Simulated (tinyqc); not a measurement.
Heat flow across a film from the phonon Boltzmann equation in the relaxation-time approximation. From one set of inputs to another, one input at a time. Computed by tinyqc, a small Python program. Command: `OMP_NUM_THREADS=1 python tinyqc.py 3025103 3025104 out.jsonl slabbte ladder`. One thread of a shared host (Intel(R) Xeon(R) Processor @ 2.30GHz), about 0.03 s of CPU time with the checks.

Two black walls, hot at x = 0 and cold at x = L, emit phonons isotropically. For one free path Lambda, with tau = x/Lambda, tau_L = L/Lambda and phi = (T - T_cold)/Delta T, energy balance gives phi(tau) = (1/2) [E2(tau) + int_0^tau_L phi(s) E1(|tau - s|) ds]; E_n are the exponential integrals. The flux over the ballistic flux C v Delta T/4 is psi = 1 - 2 int_0^tau_L phi(s) E2(s) ds, and kappa_eff/kappa = (3/4) tau_L psi. kappa = C v Lambda/3 is an input, so at fixed kappa a longer free path means a smaller C v.

The inputs printed are set A. Set A is modelled on silicon carbide; the values taken over come from a set modelled on diamond. Inputs not listed in the table keep their values of set A, so the rows need not describe a real material.

Inputs (values chosen for the exercise, modelled on silicon carbide):
```
quantity                             value     unit
bulk conductivity kappa                407  W/(m K)
film thickness L                       290       nm
wall temperature difference Delta T     15        K
free path Lambda_1                     140       nm
free path Lambda_2                     680       nm
share f_2 of kappa                    0.28        -
cells n in the small system              4        -
```

Free-path groups: two.

Method:
- Cut the film into n equal cells with constant phi, collocated at the centres c_i: the kernel integrates to A_ij = |E2(|c_i - e_j|) - E2(|c_i - e_(j+1)|)|/2 for cell edges e_j, and A_ii = 1 - E2(half a cell); solve (1 - A) phi = E2(c)/2; psi = 1 - 2 sum_j phi_j [E3(e_j) - E3(e_(j+1))].
- Use 150 and 300 cells and extrapolate psi = (4 psi(300) - psi(150))/3. The jump at the hot wall is 1 - phi there (linear extrapolation from the first two of 300 cells). Two-flux (diffusion with slip) formula: psi = 1/(1 + 3 tau_L/4).
- Each group is solved on its own with 150 and 300 cells, psi = (4 psi(300) - psi(150))/3, and weighted by its share of kappa (f_1 is what the others leave); exchange of energy between groups inside the film is left out.
- Flux J = kappa_eff Delta T/L; apparent boundary resistance per wall (L/kappa_eff - L/kappa)/2.

Each row keeps all changes above it:
```
input moved                        from    to  flux J (GW/m^2)  apparent resistance per wall (m^2 K/GW)  jump at the wall / Delta T for Lambda_1
set A                                 -     -           10.381                                  0.36622                                  0.16616
film thickness L (nm)               290   120           15.500                                  0.33645                                  0.25846
bulk conductivity kappa (W/(m K))   407  1910           72.739                                  0.07169                                  0.25846
share f_2 of kappa                 0.28  0.18           79.051                                  0.06346                                  0.25846
free path Lambda_2 (nm)             680  2600           75.564                                  0.06784                                  0.25846
free path Lambda_1 (nm)             140   300           45.231                                  0.13440                                  0.33358
```

Which inputs carry the difference?

Flux J goes from 10.4 to 45.2, a factor 4.36 in all. The largest single move comes from bulk conductivity kappa (a factor 4.69), and free path Lambda_1 works against it (a factor 0.599). Apparent resistance per wall goes from 0.366 to 0.134, a factor 0.367 in all. The largest single move comes from bulk conductivity kappa (a factor 0.213), and free path Lambda_1 works against it (a factor 1.98). Jump at the wall / Delta T for Lambda_1 goes from 0.166 to 0.334, a factor 2.01 in all. The largest single move comes from film thickness L (a factor 1.56). The single moves hold for this order of the switches; the total does not depend on the order.

Extremes, crossings and ranges named in words are read from the listed rows.
